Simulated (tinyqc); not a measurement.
## Memristor with linear dopant drift, Joglekar window: one period

A film of thickness D has a doped share x: R = Ron x + Roff (1 - x), i = v/R, dx/dt = k i F with k = mv Ron/D^2 and F = 1 - (2 x - 1)^(2 p). The drive is v = V0 sin(2 pi f t). The model has no threshold and no heating.

Step h = 1/(12 f), from t = j h. With g(t, x) = dx/dt: k1 = g(t, x), k2 = g(t + h/2, x + h k1/2), k3 = g(t + h/2, x + h k2/2), k4 = g(t + h, x + h k3), x(new) = x + h (k1 + 2 k2 + 2 k3 + k4)/6.

The 12 Runge-Kutta steps against a converged integration; i uses the converged x.

Values chosen for this exercise: resistance of the fully doped film Ron = 500 ohm; resistance of the undoped film Roff = 10000 ohm; film thickness D = 15 nm; dopant mobility mv = 1.9e-14 m^2/(V s); doped share at t = 0 x0 = 0.18; amplitude V0 = 0.9 V; window exponent p = 2; frequency f = 6 Hz.

One period:
```
j      v (V)  x, coarse steps  x, converged   i (uA)
0    0.00000          0.18000       0.18000     0.00
1    0.45000          0.19389       0.19389    55.16
2    0.77942          0.23523       0.23523   100.37
3    0.90000          0.29946       0.29946   125.78
4    0.77942          0.37253       0.37253   120.64
5    0.45000          0.43214       0.43215    76.34
6    0.00000          0.45549       0.45549     0.00
7   -0.45000          0.43214       0.43215   -76.34
8   -0.77942          0.37252       0.37253  -120.64
9   -0.90000          0.29945       0.29946  -125.78
10  -0.77942          0.23522       0.23523  -100.37
11  -0.45000          0.19389       0.19389   -55.16
12   0.00000          0.17999       0.18000     0.00
```

What do the numbers show?

The current vanishes with the voltage (pinched loop). At the same voltage, j = 2 and 4, it is 100 uA on the way up and 121 uA on the way down. x peaks at 0.4555 at half period and ends at 0.1800, its starting value: the state is a function of the flux alone. The coarse steps miss by at most 7.7e-6.

Numbers from tinyqc (`OMP_NUM_THREADS=1 python tinyqc.py 2880018 2880019 out.jsonl`; about 0.1 s on one thread of a shared Intel Xeon 2.30GHz).
